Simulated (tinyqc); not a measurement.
Out-diffusion of a doped substrate or buried layer into a growing epitaxial film: one step, computed by the program tinyqc.

x is counted from the original substrate surface into the film, whose surface moves as x = v t. Substrate dopant has one diffusivity; the dopant of the film is taken as uniform.

Problem. Moving boundary against the simple erfc. For a surface that grows from dopant-free material and loses none by evaporation, with u = x/l and s = G - u: C/C_s = (1/2) [erfc(u) + (1 + 4 G (G + s)) exp(4 G s) erfc(G + s) - (4G/sqrt(pi)) exp(-u^2)]; for large G it tends to (1/2) erfc(u). Early in the growth G = sqrt(v x_s/(4 D)) for the thickness x_s reached so far; rows give C at the interface (u = 0) and at the surface (u = G).

Inputs (values chosen for the exercise, modelled on arsenic in silicon): substrate concentration C_s = 4.3e+18 1/cm^3; growth rate v = 0.13 um/min; growth temperature T = 1000 C.

Film doping: opposite type.

diffusivity D = 1.266106e-15 cm^2/s

Give: The first stage of growth.

Solution.

The first stage of growth:
```
G     C/C_s at the interface  C at the surface (1/cm^3)  simple erfc there (1/cm^3)  ratio  thickness x_s (nm)
0.10                  0.8240                  3.412e+18                   1.908e+18  1.788           2.337e-03
0.25                  0.6797                  2.361e+18                   1.556e+18  1.518           1.461e-02
0.50                  0.5772                  1.203e+18                   1.031e+18  1.167           5.844e-02
0.75                  0.5381                  5.659e+17                   6.210e+17  0.911           1.315e-01
1.00                  0.5209                  2.442e+17                   3.382e+17  0.722           2.337e-01
1.50                  0.5079                  3.451e+16                   7.287e+16  0.474           5.259e-01
2.00                  0.5037                  3.292e+15                   1.006e+16  0.327           9.350e-01
2.50                  0.5020                  2.070e+14                   8.749e+14  0.237           1.461e+00
3.00                  0.5012                  8.429e+12                   4.749e+13  0.177           2.104e+00
```

Caution: rows with a thickness or a length l = x_s/G below about 1 nm are formal for a continuum model.
